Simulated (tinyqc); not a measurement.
Heisenberg spin cluster by exact diagonalisation: multiplets, susceptibility, level crossings. Inputs raised by 10 %, one at a time. Computed by tinyqc, a small Python program. Command: `OMP_NUM_THREADS=1 python tinyqc.py 3007671 3007672 out.jsonl spincl sens`. One thread of a shared host (Intel(R) Xeon(R) Processor @ 2.30GHz), about 0.01 s of CPU time with the checks.

H = J1 sum S_i.S_j over the bonds 1-2, 2-3, 3-4, 4-1 + J2 sum over 1-3, 2-4 - g mu_B B S_z; J > 0 is antiferromagnetic.

Inputs (values chosen for the exercise, for a model cluster):
```
quantity,value,unit
exchange J1,0.305,meV
exchange J2,0.11,meV
g factor,2.18,-
temperature T,4.2,K
```

Cluster: square with diagonals J2. Spin s of each site: 1.

Constants: k_B = 8.617333262e-05 eV/K.

Method. Every multiplet has one member in the block S_z = 0; diagonalise it and read the total spin from <S^2> = S (S + 1). Z = sum k (2S + 1) exp(-E/(k_B T)) over the table, k the number of multiplets; <S^2> likewise with the factor S (S + 1); chi T = N_A g^2 mu_B^2 <S^2>/(3 k_B) = 0.125049 g^2 <S^2> cm^3 K/mol (cgs, per mole of clusters); C = (<E^2> - <E>^2)/(k_B T)^2; entropy = ln Z + <E>/(k_B T).

Runs:
```
input moved,from,to,chi T (cm^3 K/mol),heat capacity (k_B),entropy (k_B),ground energy (meV)
base run,-,-,1.4437,1.8739,3.1585,-1.610
exchange J1 (meV),0.305,0.3355,1.2914,2.1023,2.9256,-1.793
exchange J2 (meV),0.11,0.121,1.4505,1.8057,3.2026,-1.588
g factor,2.18,2.398,1.7469,1.8739,3.1585,-1.610
temperature T (K),4.2,4.62,1.5915,1.6818,3.3280,-1.610
```

Exponents ln(y'/y) / ln(x'/x):
```
input,chi T,heat capacity,entropy,ground energy
exchange J1,-1.169,1.207,-0.804,1.130
exchange J2,0.049,-0.389,0.146,-0.144
g factor,2.000,0.000,0.000,0.000
temperature T,1.023,-1.135,0.548,0.000
```

To which inputs is each result most sensitive?

Among the inputs moved here: chi T answers most in size to g factor (exponent +2.000), next to exchange J1 (-1.169). Its exponent +2.000 in g factor: chi carries g^2. Heat capacity answers most in size to exchange J1 (exponent +1.207), next to temperature T (-1.135); its exponent is below 0.0005 for g factor. Entropy answers most in size to exchange J1 (exponent -0.804), next to temperature T (+0.548); its exponent is below 0.0005 for g factor. Ground energy answers most in size to exchange J1 (exponent +1.130), next to exchange J2 (-0.144); its exponent is below 0.0005 for g factor, temperature T.
